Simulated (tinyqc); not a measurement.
Kronig-Penney superlattice by transfer matrices, step by step. Values are carried at full precision from step to step, so a last printed digit may differ when a step is redone from the rounded ones.

Wells (width a, potential 0, mass mw) alternate with barriers (width b, height V0, mass mb); period d = a + b; c = hbar^2/2m0. The vector (psi, psi'/m) is continuous, and a layer of thickness t carries it by M = [[cos kt, (m/k) sin kt], [-(k/m) sin kt, cos kt]] with k = sqrt(m (E - V)/c); for E < V, k = i kappa gives [[cosh, (m/kappa) sinh], [(kappa/m) sinh, cosh]] of kappa t. A Bloch state obeys cos(q d) = tr(Mb Mw)/2.

Constants: hbar^2/2m0 = 3.80998211 eV angstrom^2; hbar = 6.58211957e-16 eV s.

Parameters, chosen for this exercise (near those of an InGaAs superlattice with barriers of InP; not measured data): a = 117 angstrom (well width); b = 46 angstrom (barrier width); V0 = 0.237 eV (barrier height); mw = 0.0415 m0 (mass in the wells); mb = 0.0836 m0 (mass in the barriers); E = 0.1274 eV (trial energy); F = 2 kV/cm (field along the axis).

## Layer matrices at one energy

Form the matrix of the well and of the barrier at E.

k in the well = 0.03725 1/angstrom
kappa in the barrier = 0.04904 1/angstrom

Mw (angstrom units):
```
[[-0.34659, -1.0450],
 [0.84200, -0.34659]]
```

Mb (angstrom units):
```
[[4.8240, 8.0450],
 [2.7683, 4.8240]]
```

## The matrix of one period

Multiply M = Mb Mw and take half the trace. If its size is at most 1, E lies in a miniband and q d = arccos(tr M/2); otherwise the state decays by exp(-arccosh|tr M/2|) a period.

M:
```
[[5.1019, -7.8293],
 [3.1023, -4.5647]]
```

tr M/2 = 0.2686
q d in a band, or the decay exponent in a gap = 1.299

E lies in a miniband; det M = 1.0000, as for any such product.

## Miniband edges

The edges are the energies where tr M/2 = +1 (q = 0) or -1 (q = pi/d); the first three minibands.

Minibands:
```
band  bottom (eV)  top (eV)  width (meV)
1          0.0292    0.0322          3.0
2          0.1182    0.1335         15.3
3          0.2521    0.3095         57.5
```

2 minibands of these lie wholly below V0. The first gap is 85.9 meV wide; the single well of width a has E1 = 0.0307 eV, inside the first miniband.

## Dispersion along the axis

Solve tr M/2 = cos(q d) inside each miniband at q d/pi = 0, 1/6, ..., 1. The cosine form is E_bottom + (W/2)(1 - cos q d) with the true width W.

Energies (eV):
```
q d/pi  band 1  cosine form  band 2
0.000   0.0292       0.0292  0.1335
0.167   0.0294       0.0294  0.1323
0.333   0.0299       0.0300  0.1293
0.500   0.0307       0.0307  0.1253
0.667   0.0314       0.0315  0.1217
0.833   0.0320       0.0320  0.1191
1.000   0.0322       0.0322  0.1182
```

The cosine form, which holds for hopping between neighbouring wells alone, misses band 1 by at most 0.1 meV, 2 % of its width.

## Mass along the axis

With f(E) = tr M/2, 1 - (q d)^2/2 = 1 + f'(E_bottom)(E - E_bottom) gives m_z = -2 c f'/d^2 (f' by a central difference of 1e-6 eV at the bottom of band 1). The cosine form gives 4 c/(W d^2), W the width of band 1 between tr M/2 = +1 and -1.

f' = -715.7 1/eV
m_z = 0.2053 m0
m_z of the cosine form = 0.1902 m0
W = 3.02 meV

The mass along the axis is 4.95 times mw.

## In a field along the axis

One-band picture: ladder spacing e F d, Bloch frequency e F d/(2 pi hbar), and extent W/(e F) of a Stark state, with W the width of band 1; 1 kV/cm = 1e-5 V/angstrom.

e F d = 3.260 meV
Bloch frequency = 0.788 THz
W/(e F d) = 0.93 periods

The state is confined to about one period: the miniband has broken into a ladder of single-well levels.

## Checks

- Bottom of band 1 from 121 plane waves (the mass step taken by inverting the matrix of m) against the transfer matrix, eV: both 0.0292.

tinyqc: `OMP_NUM_THREADS=1 python tinyqc.py 1251187 1251188 out.jsonl`; about 0.3 s, one thread, shared Intel(R) Xeon(R) Processor @ 2.30GHz.
